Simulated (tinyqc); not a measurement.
# Out-diffusion of a doped substrate or buried layer into a growing epitaxial film, step by step

A worked calculation. Computed by tinyqc, a small Python program that keeps every step. Command: `OMP_NUM_THREADS=1 python tinyqc.py 3029462 3029463 out.jsonl buried walk`. One thread of a shared host (Intel(R) Xeon(R) Processor @ 2.30GHz), about 0.01 s of CPU time with the checks. Intermediate numbers are printed to about 5 digits and carried at full precision; extremes and crossings named in words are read from the listed rows.

x is counted from the original substrate surface into the film, whose surface moves as x = v t. Substrate dopant has one diffusivity; the dopant of the film is taken as uniform.

Inputs (values chosen for the exercise, modelled on phosphorus in silicon):
```
quantity,value,unit
prefactor D0,4.73,cm^2/s
activation energy E,3.68,eV
substrate concentration C_s,4.3e+19,1/cm^3
film doping C_e,3.1e+14,1/cm^3
growth rate v,1.5,um/min
film thickness d,7,um
growth temperature T,1050,C
"autodoping level at the start, as a share of C_s",0.001,-
decay length of autodoping,0.38,um
later thermal budget (Dt)2,2.3e-12,cm^2
```

Film doping: same type as the substrate.

Constants: k_B = 8.617333262e-05 eV/K.

## Scales

D = D0 exp(-E/(k_B T)); growth time t = d/v; l = 2 sqrt(D t); growth number G = v t/l = d/l; 1 um = 1e-4 cm. Temperatures in kelvin are T(C) + 273.15.

diffusivity D = 4.5501e-14 cm^2/s

growth time t = 4.6667 min

length l = 0.071387 um

growth number G = 98.057

The surface outruns diffusion, so the film acts as an infinite medium.

## Moving boundary against the simple erfc

For a surface that grows from dopant-free material and loses none by evaporation, with u = x/l and s = G - u: C/C_s = (1/2) [erfc(u) + (1 + 4 G (G + s)) exp(4 G s) erfc(G + s) - (4G/sqrt(pi)) exp(-u^2)]; for large G it tends to (1/2) erfc(u). Early in the growth G = sqrt(v x_s/(4 D)) for the thickness x_s reached so far; rows give C at the interface (u = 0) and at the surface (u = G).

The first stage of growth:
```
G,C/C_s at the interface,C at the surface (1/cm^3),simple erfc there (1/cm^3),ratio,thickness x_s (nm)
0.10,0.82403,3.4124e+19,1.9082e+19,1.7883,7.2801e-03
0.25,0.67967,2.3613e+19,1.5559e+19,1.5176,4.5501e-02
0.50,0.57719,1.2034e+19,1.0309e+19,1.1673,1.8200e-01
0.75,0.53808,5.6586e+18,6.2102e+18,0.9112,4.0951e-01
1.00,0.52090,2.4420e+18,3.3819e+18,0.7221,7.2801e-01
1.50,0.50794,3.4513e+17,7.2874e+17,0.4736,1.6380e+00
2.00,0.50373,3.2923e+16,1.0057e+17,0.3274,2.9121e+00
2.50,0.50202,2.0701e+15,8.7495e+15,0.2366,4.5501e+00
3.00,0.50121,8.4292e+13,4.7495e+14,0.1775,6.5521e+00
```

At the interface the value falls from 0.824 towards 1/2 as G grows; among these rows it is within 1 % of 1/2 from G = 2 on. At the surface the ratio to the simple erfc goes from 1.788 to 0.177: a fixed wall would double the value, while fresh undoped material dilutes a fast-moving surface. The surface value drops below C_e = 3.1e14 by the row at 6.55 nm; the finished film has G = 98.1. Caution: rows with a thickness or a length l = x_s/G below about 1 nm are formal for a continuum model.

## Transition width

After growth and the later budget: l2 = 2 sqrt(D t + (Dt)2); C(x) = (C_s/2) erfc(x/l2) + share x C_s exp(-x/decay length) for x > 0 (autodoping taken as unchanged by the later budget). The transition x_t solves C(x) = C_e, where the total doping is twice the intended value. Usable film = d - x_t. Also give x_t for the erfc term alone, after growth and after the later budget.

length l2 = 0.077564 um

x_t after growth, erfc alone = 0.21894 um

x_t after the later budget, erfc alone = 0.23789 um

x_t with autodoping = 1.8743 um

usable film = 5.1257 um

Autodoping sets the transition. The later budget is 0.18 times that of the growth. Caution: the substrate doping is comparable to or above the intrinsic density at growth temperature, so the diffusivity may be higher on that side.

## Profile in the film

Positions are 0.05, 0.2, 0.4, 0.6, 0.8, 1, 1.25 and 1.5 of x_t with autodoping (any beyond the film thickness are formal); net doping = C + C_e.

Concentrations (1/cm^3):
```
x/x_t,x (um),diffusion,autodoping,net doping
0.05,0.0937,1.8814e+18,3.3602e+16,1.9153e+18
0.20,0.3749,1.7652e+08,1.6034e+16,1.6344e+16
0.40,0.7497,< 1e8,5.9790e+15,6.2890e+15
0.60,1.1246,< 1e8,2.2295e+15,2.5395e+15
0.80,1.4994,< 1e8,8.3135e+14,1.1413e+15
1.00,1.8743,< 1e8,3.1000e+14,6.2000e+14
1.25,2.3429,< 1e8,9.0331e+13,4.0033e+14
1.50,2.8115,< 1e8,2.6321e+13,3.3632e+14
```

Checks made by the program: conservation of dopant by the moving-boundary solution (relative difference below 1e-10).
